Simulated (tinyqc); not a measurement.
Two-diode model of a solar cell: two steps of the calculation.

J is the current delivered and Vj = V + J Rs the junction voltage. J = X JL - J01 (exp(Vj/(n1 Vt)) - 1) - J02 (exp(Vj/(2 Vt)) - 1) - Vj/Rp. The photocurrent does not depend on voltage.

Inputs (values chosen for the exercise); values of the order met in cells of a lead-halide perovskite:

| symbol | value | unit | meaning |
|---|---|---|---|
| T | 298.15 | K | temperature |
| JL | 22.1 | mA/cm^2 | photocurrent at one sun |
| X | 10 | suns | concentration |
| J01 | 6.9e-22 | A/cm^2 | saturation current of the first diode |
| n1 | 1 |  | ideality factor of the first diode |
| Rs | 0 | ohm cm^2 | series resistance |
| Rp | 300 | ohm cm^2 | shunt resistance |
| Pin | 100 | mW/cm^2 | incident power at one sun |
| J02 | 4.5e-11 | A/cm^2 | saturation current of the second diode (ideality 2) |

Constants: q = 1.602176634e-19 C, kB = 1.380649e-23 J/K, Vt = kB T/q. Results are converted to the units shown.

Task 1. New Vj. Maximum power: dP/dVj = f = J (1 + 2 Rs G) - G Vj = 0. G = -dJ/dVj = J01 exp(Vj/(n1 Vt))/(n1 Vt) + J02 exp(Vj/(2 Vt))/(2 Vt) + 1/Rp. H = dG/dVj; f' = -2 G - 2 Rs G^2 + (2 Rs J - Vj) H; Vj(new) = Vj - f/f'.

Vj after iteration 1 = 0.99105490 V

Find: J; G; H; f; f'; Vj after iteration 2.

Result 1.

J = 207.0 mA/cm^2
G = 0.2131 S/cm^2
H = 4.111 S/(cm^2 V)
f = -4.208 mA/cm^2
f' = -4.501 S/cm^2
Vj after iteration 2 = 0.9901 V

Task 2. Figures of merit. Jsc at V = 0, Voc at J = 0, the maximum power point where J (1 + 2 Rs G) = G Vj with G = -dJ/dVj; FF = Vmp Jmp/(Voc Jsc); efficiency Vmp Jmp/(X Pin). Empirical fill factor without parasitics FF0 = (v - ln(v + 0.72))/(v + 1), v = Voc/(n1 Vt).

Give: Jsc; Voc; Vmp; Jmp; FF; efficiency; FF0.

Result 2.

Jsc = 221.00 mA/cm^2
Voc = 1.1423 V
Vmp = 0.99011 V
Jmp = 207.16 mA/cm^2
FF = 0.81247
efficiency = 20.511 %
FF0 = 0.89418

FF is 9.1 % below FF0. Removing one loss at a time changes the efficiency by: second diode +3.17, shunt +0.33 points.

Program tinyqc, `OMP_NUM_THREADS=1 python tinyqc.py 2280020 2280021 out.jsonl`; Intel Xeon 2.30GHz, shared host, one thread, about 0.01 s.
